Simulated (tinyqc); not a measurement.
# Tunnelling through a gate dielectric, WKB transmission and Tsu-Esaki current: effect of temperature

Electrons leave the emitter at x = 0. Energies E (motion across the layers) are in eV from the emitter Fermi level; the collector Fermi level lies at -V and offers states at every E. No charge in the dielectric and no image force: F1 = V/t1, U = phi1 - F1 x. With C = hbar^2/(2 m0), kappa = sqrt(m (U - E)/C) where U > E and 0 elsewhere; T(E) = exp(-S), S = 2 times the integral of kappa over x.

Each layer adds (2/F) sqrt(m/C) [G(u at its left edge) - G(u at its right edge)] to S, with u = U - E (0 where negative) and G(u) = (2/3) u^1.5. J = J0 times the integral of T(E) N(E) dE, N = ln[(1 + exp(-E/Vt))/(1 + exp((-E - V)/Vt))], J0 = q^2 me m0 kB T/(2 pi^2 hbar^3) (times 1e-4 for A/cm^2 per eV), from E = -Ef to far above the barrier (T = 1 there), by quadrature converged to the digits shown. The share over the barrier is that of energies above the highest band edge; 0 means below 1e-6 %.

Inputs (values chosen for the exercise); dielectric values close to those of silicon nitride:
```
symbol  value  unit                                                        meaning
Ef       0.18    eV              Fermi energy of the emitter above its band bottom
me          1    m0                            emitter mass in the supply function
phi1     2.02    eV  barrier of layer 1 above the emitter Fermi level at zero bias
m1       0.48    m0                                     tunnelling mass of layer 1
t1        1.7    nm                                           thickness of layer 1
V         0.8     V                                  voltage across the dielectric
```

Constants: q = 1.602176634e-19 C, kB = 1.380649e-23 J/K, hbar = 1.054571817e-34 J s, m0 = 9.1093837015e-31 kg, Vt = kB T/q, hbar^2/(2 m0) = 0.0380998212 eV nm^2. Results are converted to the units shown.

Results:
```
T (K)  J (A/cm^2)  mean E of the current (eV)  share over the barrier (%)
50          33.97                     -0.1109                           0
100         34.30                     -0.1098                           0
200         35.63                     -0.1056                           0
300         37.88                    -0.09862                           0
500         45.40                    -0.07726                           0
600         50.85                    -0.06282                           0
750         61.61                    -0.03572                     2.93e-6
```

Estimate the missing row, T = 400 K.

Computed row:
```
T (K)  J (A/cm^2)  mean E of the current (eV)  share over the barrier (%)
400         41.11                    -0.08917                           0
```

With this row back in the table: Between 50 and 300 K the current changes by a factor of 1.12, and between 300 and 750 K by 1.63; the mean energy of the current rises from -0.111 to -0.0357 eV. The transmission grows by a factor e over d = 0.209 eV near E = 0, equal to kB T/q at 2430 K: far below that temperature the thermal tail adds little.

Computed by the program tinyqc: `OMP_NUM_THREADS=1 python tinyqc.py 2540028 2540029 out.jsonl`, one thread of a shared Intel Xeon 2.30GHz, about 0.02 s for the whole run.
